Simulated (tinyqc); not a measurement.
# Inputs raised by 2 %, one at a time

Model: bias-temperature instability from a Gaussian distribution of capture and emission barriers. Computed by tinyqc, a small Python program. Command: `OMP_NUM_THREADS=1 python tinyqc.py 3025394 3025395 out.jsonl bti sens`. One thread of a shared host (Intel(R) Xeon(R) Processor @ 2.30GHz), about 0.02 s of CPU time with the checks.

Each trap has a capture time tau_0 exp(E_c/(k_B T)) under stress and an emission time tau_0 exp(E_e/(k_B T)) after it. E_c is Gaussian, and E_e = E_c + d with d Gaussian and independent. A trap counts as filled once t_s exceeds its capture time and as emptied once t_r exceeds its emission time.

Inputs (values chosen for the exercise, for a model p-channel transistor):
```
quantity                                      value        unit
shift with all traps filled V_max               120          mV
mean capture barrier at zero field mu_c        1.62          eV
spread of capture barriers sigma_c             0.31          eV
lowering of mu_c per field k_F                0.053  eV/(MV/cm)
oxide field F                                   4.7       MV/cm
mean of E_e - E_c at the stress field, delta  -0.33          eV
spread of E_e - E_c, sigma_d                   0.17          eV
time constant tau_0                           1e-10           s
temperature T                                   125           C
stress time t_s                                   5           s
recovery time t_r                              0.01           s
```

Constants: k_B = 8.617333262e-05 eV/K.

Method:
- Demarcation energies E_s = k_B T ln(t_s/tau_0), E_r = k_B T ln(t_r/tau_0); mean barrier mu = mu_c - k_F F; z = (E_s - mu)/sigma_c; Phi is the standard normal distribution.
- Temperatures in kelvin are T(C) + 273.15.
- Shift without recovery dV0 = V_max Phi(z); local time exponent n = d ln dV0/d ln t_s = (k_B T/sigma_c) exp(-z^2/2)/(sqrt(2 pi) Phi(z)); apparent activation energy n E_s.
- Remaining shift dV = V_max int_(-infinity)^(E_s) g(E_c) [1 - Phi((E_r - E_c - delta)/sigma_d)] dE_c, g the Gaussian density of E_c (Gauss-Legendre, 120 points over 7 sigma_c below E_s).

Runs; columns: (1) input moved; (2) from; (3) to; (4) shift without recovery dV0 (mV); (5) remaining shift dV (mV); (6) remaining share dV/dV0; (7) apparent activation energy (eV):
```
(1)                                                  (2)       (3)     (4)      (5)      (6)      (7)
base run                                               -         -  5.3966  0.59269  0.10983  0.19707
mean capture barrier at zero field mu_c (eV)        1.62    1.6524  4.3096  0.48417  0.11235  0.20557
lowering of mu_c per field k_F (eV/(MV/cm))        0.053   0.05406  5.5818  0.61084  0.10943  0.19577
oxide field F (MV/cm)                                4.7     4.794  5.5818  0.61084  0.10943  0.19577
mean of E_e - E_c at the stress field, delta (eV)  -0.33   -0.3366  5.3966  0.55766  0.10334  0.19707
spread of E_e - E_c, sigma_d (eV)                   0.17    0.1734  5.3966  0.61256  0.11351  0.19707
time constant tau_0 (s)                            1e-10  1.02e-10  5.3718  0.59025  0.10988  0.19709
```

Exponents ln(y'/y) / ln(x'/x):
```
input                                         shift without recovery dV0  remaining shift dV  remaining share dV/dV0  apparent activation energy
mean capture barrier at zero field mu_c                          -11.358             -10.213                   1.145                       2.133
lowering of mu_c per field k_F                                     1.704               1.523                  -0.181                      -0.334
oxide field F                                                      1.704               1.523                  -0.181                      -0.334
mean of E_e - E_c at the stress field, delta                       0.000              -3.077                  -3.077                       0.000
spread of E_e - E_c, sigma_d                                       0.000               1.665                   1.665                       0.000
time constant tau_0                                               -0.233              -0.209                   0.025                       0.005
```

Which inputs matter most for each result?

Among the inputs moved here: shift without recovery dV0 answers most in size to mean capture barrier at zero field mu_c (exponent -11.358), next to lowering of mu_c per field k_F (+1.704); its exponent is below 0.0005 for mean of E_e - E_c at the stress field, delta, spread of E_e - E_c, sigma_d. Remaining shift dV answers most in size to mean capture barrier at zero field mu_c (exponent -10.213), next to mean of E_e - E_c at the stress field, delta (-3.077). Remaining share dV/dV0 answers most in size to mean of E_e - E_c at the stress field, delta (exponent -3.077), next to spread of E_e - E_c, sigma_d (+1.665). Apparent activation energy answers most in size to mean capture barrier at zero field mu_c (exponent +2.133), next to lowering of mu_c per field k_F (-0.334); its exponent is below 0.0005 for mean of E_e - E_c at the stress field, delta, spread of E_e - E_c, sigma_d.
